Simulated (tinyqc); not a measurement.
Domain walls in a thin film with perpendicular anisotropy: Bloch, Neel and chiral walls, motion and stripe domains: one step, computed by the program tinyqc. Command: `OMP_NUM_THREADS=1 python tinyqc.py 3031281 3031282 out.jsonl mwall walk`. One thread of a shared host (Intel(R) Xeon(R) Processor @ 2.30GHz), about 0.01 s of CPU time with the checks.

One-dimensional wall: polar angle theta(x), azimuth phi of the moment in the wall (phi = 0 Neel, 90 degrees Bloch). mu_0 = 1.25663706212e-6 T m/A, gamma = 1.76085963023e11 rad/(s T).

Task: Bloch or Neel. sigma(phi) = sigma_0 + 2 Delta K_D cos^2(phi) - pi D cos(phi), with the wall shape anisotropy K_D = N_x mu_0 M_s^2/2, N_x = t ln 2/(pi Delta). The minimum has cos(phi) = D/D_N for D < D_N = 4 Delta K_D/pi and phi = 0 beyond; sigma turns negative at D_c = (sigma_0 + 2 Delta K_D)/pi.

Inputs (values chosen for the exercise, for a model film): saturation magnetisation M_s = 1370 kA/m; DMI constant D = 0.15 mJ/m^2; thickness t = 2.4 nm.

width parameter Delta = 13.28113 nm

sigma_0 = 4.818868 mJ/m^2

Give: K_D; D_N; azimuth phi; wall energy sigma; D_c.

Result:

K_D = 47.02 kJ/m^3

D_N = 0.7951 mJ/m^2

azimuth phi = 79.13 degrees

wall energy sigma = 4.774 mJ/m^2

D_c = 1.931 mJ/m^2

A mixed wall, between Bloch and Neel. D is 0.08 of D_c.
